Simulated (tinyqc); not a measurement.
Worked calculation: tight binding, kagome lattice. One step of it, computed by the program tinyqc.

Question. Bloch Hamiltonian at k. H_AB = -t1 - t2 exp(-i k.a1), H_AC = -t1 - t2 exp(-i k.a2), H_BC = -t1 - t2 exp(i k.(a1 - a2)), H_CC = delta.

Parameters chosen for this model:
```
parameter     value                unit
t1         1.160000    eV, up triangles
t2         0.370000  eV, down triangles
delta             0        eV on site C
```

k point k (fractions of the reciprocal vectors): [0.500000, -0.130000]

Give: H(k) at k.

Answer.

H(k) at k (eV), order A, B, C:
```
[[0.000, -0.790, -1.413-0.270i],
 [-0.790, 0.000, -0.907+0.270i],
 [-1.413+0.270i, -0.907-0.270i, 0.000]]
```
